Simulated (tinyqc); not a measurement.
Inputs raised by 2 %, one at a time: classical nucleation, growth and JMAK kinetics of crystallisation from a melt or glass. Computed by tinyqc, a small Python program. Command: `OMP_NUM_THREADS=1 python tinyqc.py 3020026 3020027 out.jsonl nucl sens`. One thread of a shared host (Intel(R) Xeon(R) Processor @ 2.30GHz), about 0.02 s of CPU time with the checks.

A spherical nucleus cap on a flat wall with a sharp interface of isotropic energy gamma; lambda = Omega^(1/3) is the jump distance.

Inputs (values chosen for the exercise, for a model substance):

| quantity | value | unit |
|---|---|---|
| melting point T_m | 1530 | K |
| heat of melting per volume H | 1880 | J/cm^3 |
| interface energy gamma | 0.126 | J/m^2 |
| atomic volume Omega | 12.1 | angstrom^3 |
| temperature T | 1147 | K |
| diffusion prefactor D0 | 1.7e-07 | m^2/s |
| activation energy Q | 2.19 | eV |
| contact angle theta | 50 | degrees |
| wall area per volume S_v | 2e+07 | 1/m |
| time t | 4.7e-06 | s |

Nucleation: on a flat wall. Driving force: Thompson-Spaepen.

Constants: e = 1.602176634e-19 C; k_B = 1.380649e-23 J/K; k_B = 8.617333262e-05 eV/K.

Method:
- Driving force per volume: dG = H [(T_m - T)/T_m] [2 T/(T_m + T)].
- Shape factor f = (2 + cos theta)(1 - cos theta)^2/4.
- W(r) = f [4 pi r^2 gamma - (4/3) pi r^3 dG]; r* = 2 gamma/dG; W* = f 16 pi gamma^3/(3 dG^2); n* = f (4/3) pi r*^3/Omega.
- D = D0 exp(-Q/(k_B T)); attachment rate k+ = (A*/lambda^2) D/lambda^2 with A* = 2 pi r*^2 (1 - cos theta); Zeldovich factor Z = sqrt(W*/(3 pi k_B T))/n*; sites per volume N = S_v/lambda^2; I = N Z k+ exp(-W*/(k_B T)); lag time = 1/(4 pi Z^2 k+).
- Growth (Wilson-Frenkel): u = (D/lambda) [1 - exp(-dG Omega/(k_B T))].
- D = D0 exp(-Q/(k_B T)).
- JMAK with steady nucleation and growth, nuclei spread at random: extended fraction X_e = (pi/3) I u^3 t^4, X = 1 - exp(-X_e); t_X = [-3 ln(1 - X)/(pi I u^3)]^(1/4); final grains per volume = Gamma(5/4) (3/pi)^(1/4) (I/u)^(3/4), Gamma(5/4) = 0.9064024771. Grain size = (grains per volume)^(-1/3).
- The nose is the T between 0.3 and 0.97 T_m where I u^3 is largest; the time is for X = 1e-6, and the critical cooling rate is estimated as (T_m - T_nose)/t_nose.

Runs:

| input moved | from | to | critical radius r* (nm) | half time t_0.5 (s) | grain size (micrometre) | critical cooling rate (K/s) |
|---|---|---|---|---|---|---|
| base run | - | - | 0.6249 | 0.01698 | 9.141e-04 | 2.530e+06 |
| melting point T_m (K) | 1530 | 1560.6 | 0.5970 | 0.01610 | 9.012e-04 | 3.743e+06 |
| heat of melting per volume H (J/cm^3) | 1880 | 1917.6 | 0.6126 | 0.01659 | 9.083e-04 | 2.633e+06 |
| interface energy gamma (J/m^2) | 0.126 | 0.12852 | 0.6374 | 0.01722 | 9.273e-04 | 2.434e+06 |
| diffusion prefactor D0 (m^2/s) | 1.7e-07 | 1.734e-07 | 0.6249 | 0.01664 | 9.141e-04 | 2.580e+06 |
| activation energy Q (eV) | 2.19 | 2.2338 | 0.6249 | 0.02644 | 9.141e-04 | 1.726e+06 |
| contact angle theta (degrees) | 50 | 51 | 0.6249 | 0.01730 | 9.316e-04 | 2.414e+06 |
| wall area per volume S_v (1/m) | 20000000 | 20400000 | 0.6249 | 0.01689 | 9.096e-04 | 2.542e+06 |

Exponents ln(y'/y) / ln(x'/x):

| input | critical radius r* | half time t_0.5 | grain size | critical cooling rate |
|---|---|---|---|---|
| melting point T_m | -2.308 | -2.682 | -0.719 | 19.787 |
| heat of melting per volume H | -1.000 | -1.177 | -0.325 | 2.022 |
| interface energy gamma | 1.000 | 0.723 | 0.723 | -1.940 |
| diffusion prefactor D0 | 0.000 | -1.000 | 0.000 | 1.000 |
| activation energy Q | 0.000 | 22.378 | 0.000 | -19.302 |
| contact angle theta | 0.000 | 0.956 | 0.956 | -2.371 |
| wall area per volume S_v | 0.000 | -0.250 | -0.250 | 0.250 |

Which inputs matter most for each result?

Among the inputs moved here: critical radius r* answers most in size to melting point T_m (exponent -2.308), next to heat of melting per volume H (-1.000); its exponent is below 0.0005 for diffusion prefactor D0, activation energy Q, contact angle theta, wall area per volume S_v. Its exponent -1.000 in heat of melting per volume H: r* goes as 1/dG. Its exponent +1.000 in interface energy gamma: r* = 2 gamma/dG. half time t_0.5 answers most in size to activation energy Q (exponent +22.378), next to melting point T_m (-2.682). Its exponent -1.000 in diffusion prefactor D0: I and u both scale with D, and t goes as (I u^3)^(-1/4). Its exponent -0.250 in wall area per volume S_v: t goes as I^(-1/4). Grain size answers most in size to contact angle theta (exponent +0.956), next to interface energy gamma (+0.723); its exponent is below 0.0005 for diffusion prefactor D0, activation energy Q. Its exponent 0.000 in diffusion prefactor D0: D cancels in u/I. Its exponent 0.000 in activation energy Q: D cancels in u/I. critical cooling rate answers most in size to melting point T_m (exponent +19.787), next to activation energy Q (-19.302).

Caution (all rows): with under 20 atoms in the nucleus or a barrier under 10 k_B T the capillary model is only a guide. Caution (all rows): the lag time is not small against the half time, so steady nucleation from t = 0 overstates the speed. Caution (all rows): the grain size is near the critical size, where JMAK theory fails. Caution (all rows): grains come out smaller than the spacing of the walls, so nuclei are not spread at random as JMAK assumes. Caution (all rows): at the nose the nucleus has under 20 atoms or the barrier is under 10 k_B T, so the result is only a guide. Caution (all rows): at the nose the lag time is not small against the nose time, so steady nucleation overstates the critical cooling rate.
